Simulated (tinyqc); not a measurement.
Free and trapped electrons in a MOS channel with a dense trap tail: free and trapped charge against gate voltage.

p-type body, charge-sheet picture, full ionisation (an idealisation for deep acceptors), Boltzmann statistics for free electrons. e = Ec - EF at the surface. Acceptor-like traps of density D(E) = D0 + De exp(-E/Ew) at depth E below Ec, from 0 to Eu, hold n_t = integral of D(E)/(1 + exp((e - E)/Vt)). psi = Eg - Vt ln(Nv/Na) - e; N_dep = sqrt(2 eps0 eps_r Na (psi - Vt)/q); n_f = sqrt(N_dep^2 + 2 eps0 eps_r Vt Nc exp(-e/Vt)/q) - N_dep; Vg = Vfb + psi + q (N_dep + n_t + n_f)/Cox, Cox = eps0 eox/tox.

Free share n_f/(n_f + n_t); swing ln 10 n_f/(dn_f/dVg); field-effect mobility mf q (dn_f/dVg)/Cox, for a constant mf; oxide field q (N_dep + n_t + n_f)/(eps0 eox).

Values chosen for this exercise; band and dielectric values close to those of gallium nitride:

| symbol | value | unit | meaning |
|---|---|---|---|
| T | 300 | K | temperature |
| Eg | 3.42 | eV | band gap |
| eps_r | 9.66 |  | relative permittivity |
| Nc | 2.27e18 | cm^-3 | conduction-band density of states at T |
| Nv | 4.53e19 | cm^-3 | valence-band density of states at T |
| eox | 3.9 |  | relative permittivity of the insulator |
| tox | 71 | nm | insulator thickness |
| Na | 1.8e17 | cm^-3 | acceptor density |
| Vfb | -2.63 | V | flat-band voltage without trapped charge |
| D0 | 7.2e10 | cm^-2 eV^-1 | constant background density of acceptor-like traps |
| De | 4e12 | cm^-2 eV^-1 | density of the tail at the conduction edge |
| Ew | 0.13 | eV | decay energy of the tail |
| Eu | 0.97 | eV | depth below Ec down to which the traps reach |
| mf | 230 | cm^2/(V s) | mobility of free electrons |

Constants: q = 1.602176634e-19 C, kB = 1.380649e-23 J/K, Vt = kB T/q, eps0 = 8.8541878128e-14 F/cm where lengths are in cm. Results are converted to the units shown.

Results:

| Vg (V) | e (eV) | n_f (cm^-2) | n_t (cm^-2) | free share (%) | swing (mV/decade) | field-effect mobility (cm^2/(V s)) | oxide field (MV/cm) |
|---|---|---|---|---|---|---|---|
| 8.5 | 0.3083 | 8.727e5 | 9.920e10 | 8.797e-4 | 232.1 | 0.006559 | 1.149 |
| 10 | 0.07025 | 8.353e9 | 3.796e11 | 2.153 | 642.6 | 22.68 | 1.327 |
| 11.4 | -0.01384 | 2.052e11 | 5.498e11 | 27.18 | 1943 | 184.2 | 1.513 |
| 12.9 | -0.04425 | 6.144e11 | 5.750e11 | 51.66 | 4922 | 217.8 | 1.720 |
| 15.8 | -0.07048 | 1.468e12 | 5.840e11 | 71.54 | 1.135e4 | 225.6 | 2.124 |
| 17.2 | -0.07859 | 1.886e12 | 5.854e11 | 76.31 | 1.451e4 | 226.7 | 2.320 |
| 18.7 | -0.08575 | 2.335e12 | 5.864e11 | 79.93 | 1.792e4 | 227.3 | 2.531 |
| 20.1 | -0.09148 | 2.756e12 | 5.870e11 | 82.44 | 2.111e4 | 227.7 | 2.727 |

Estimate the missing row, Vg = 14.3 V.

Computed row:

| Vg (V) | e (eV) | n_f (cm^-2) | n_t (cm^-2) | free share (%) | swing (mV/decade) | field-effect mobility (cm^2/(V s)) | oxide field (MV/cm) |
|---|---|---|---|---|---|---|---|
| 14.3 | -0.05929 | 1.023e12 | 5.811e11 | 63.77 | 7988 | 223.4 | 1.915 |

With this row back in the table: n_f reaches 1e11 cm^-2 at Vg = 10.9 V, against 9.20 V without traps. The free share rises from 8.80e-4 to 82.4 % and the field-effect mobility rises from 0.00656 to 228 cm^2/(V s), although mf = 230 is constant: in the last row 99.0 % of Cox dVg goes into free electrons. The swing in the first row is 232 mV a decade (Vt ln 10 = 59.5). For Vg = 11.4, 12.9, 14.3, 15.8, 17.2, 18.7, 20.1 EF lies less than 2 Vt below the band edge, or above it, where degeneracy and confinement, left out, matter.

Program tinyqc, `OMP_NUM_THREADS=1 python tinyqc.py 2222170 2222171 out.jsonl`; Intel Xeon 2.30GHz, shared host, one thread, about 0.02 s.
